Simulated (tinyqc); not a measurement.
Pairing against temperature: dopants and charged point defects at anneal temperature: Fermi-level effect, clustering and pairing. Computed by tinyqc, a small Python program. Command: `OMP_NUM_THREADS=1 python tinyqc.py 3007565 3007566 out.jsonl pairing walk`. One thread of a shared host (Intel(R) Xeon(R) Processor @ 2.30GHz), about 0.01 s of CPU time with the checks.

Boltzmann statistics and full ionisation of active dopants. Energies are counted from the valence band; the defect (a vacancy or self-interstitial) has five charge states, with all degeneracy factors one.

Inputs (values chosen for the exercise, with bands modelled on 4H-SiC):

| quantity | value | unit |
|---|---|---|
| site density N_s | 4.7e+22 | cm^-3 |
| pair binding energy E_b | 0.88 | eV |
| pair configurations Z | 4 | - |
| impurity diffusion prefactor D_0 | 0.0017 | cm^2/s |
| impurity migration energy E_m | 0.72 | eV |
| dielectric constant eps | 9.42 | - |
| active dopant density in the stored part N_2 | 1.7e+14 | cm^-3 |

Dopant: donor. Second part: pairing with a mobile impurity.

Constants: k_B = 8.617333262e-05 eV/K; e^2/(4 pi eps_0) = 14.39964548 eV angstrom.

Method. An oppositely charged mobile impurity (density M) pairs with the dopant: pairs/free = Z (N_2/N_s) exp(E_b/k_B T_2) for M << N_2; capture radius R = e^2/(4 pi eps eps_0 k_B T_2); D_m = D_0 exp(-E_m/k_B T_2); association rate 4 pi R D_m N_2; dissociation rate = association rate/(pairs/free); tau = 1/(sum of both).

Equilibrium and kinetics:

| T (K) | paired share | time constant (s) | D_m (cm^2/s) | effective D (cm^2/s) |
|---|---|---|---|---|
| 270 | 1.00000 | 1.1528e+07 | 6.1807e-17 | 1.6021e-25 |
| 300 | 1.00000 | 5.8017e+05 | 1.3645e-15 | 1.5532e-22 |
| 340 | 0.99999 | 2.4826e+04 | 3.6139e-14 | 2.2565e-19 |
| 380 | 0.99985 | 2.0880e+03 | 4.8017e-13 | 7.0771e-17 |
| 430 | 0.99666 | 1.8267e+02 | 6.1909e-12 | 2.0698e-14 |
| 480 | 0.96171 | 2.5997e+01 | 4.6858e-11 | 1.7940e-12 |
| 550 | 0.62619 | 2.1162e+00 | 4.2946e-10 | 1.6054e-10 |
| 650 | 0.08782 | 3.3883e-02 | 4.4455e-09 | 4.0552e-09 |

What does the comparison show, and why?

Half the impurity is paired at T = E_b/(k_B ln(N_s/(Z N_2))) = 566 K. The time constant at 300 K is 580000 s. Below 566 K pairs win, and the effective diffusivity has the activation energy E_m + E_b = 1.60 eV; above it the impurity is free and moves with E_m = 0.72 eV.
